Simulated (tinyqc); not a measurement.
Inside a calculation. Method: RHF in the 6-31g basis, for H4, spin multiplicity 1. One step of it, computed by the program tinyqc.

Problem. Orthogonalisation. S = U s U^T; symmetric (Loewdin) form X = U s^(-1/2) U^T, so that X^T S X = 1.

overlap S:
```
          1H 1s     1H 2s     2H 1s     2H 2s     3H 1s     3H 2s     4H 1s     4H 2s
1H 1s  1.000000  0.658292  0.328253  0.452752  0.006142  0.095937  0.000038  0.012205
1H 2s  0.658292  1.000000  0.452752  0.794821  0.095937  0.305947  0.012205  0.085547
2H 1s  0.328253  0.452752  1.000000  0.658292  0.176329  0.359677  0.006113  0.095756
2H 2s  0.452752  0.794821  0.658292  1.000000  0.359677  0.690067  0.095756  0.305589
3H 1s  0.006142  0.095937  0.176329  0.359677  1.000000  0.658292  0.327497  0.452373
3H 2s  0.095937  0.305947  0.359677  0.690067  0.658292  1.000000  0.452373  0.794412
4H 1s  0.000038  0.012205  0.006113  0.095756  0.327497  0.452373  1.000000  0.658292
4H 2s  0.012205  0.085547  0.095756  0.305589  0.452373  0.794412  0.658292  1.000000
```

Give: eigenvalues of S; X.

Solution.

eigenvalues of S: 0.025  0.127  0.337  0.462  0.602  0.861  2.083  3.503

X:
```
        1H 1s   1H 2s   2H 1s   2H 2s   3H 1s   3H 2s   4H 1s   4H 2s
1H 1s   1.270  -0.475  -0.096  -0.032   0.000   0.116  -0.013  -0.042
1H 2s  -0.475   2.047   0.120  -1.419   0.008   0.594  -0.042  -0.184
2H 1s  -0.096   0.120   1.291  -0.646  -0.015   0.088   0.000   0.008
2H 2s  -0.032  -1.419  -0.646   3.350   0.088  -1.852   0.116   0.593
3H 1s   0.000   0.008  -0.015   0.088   1.291  -0.646  -0.095   0.120
3H 2s   0.116   0.594   0.088  -1.852  -0.646   3.348  -0.032  -1.417
4H 1s  -0.013  -0.042   0.000   0.116  -0.095  -0.032   1.270  -0.475
4H 2s  -0.042  -0.184   0.008   0.593   0.120  -1.417  -0.475   2.045
```
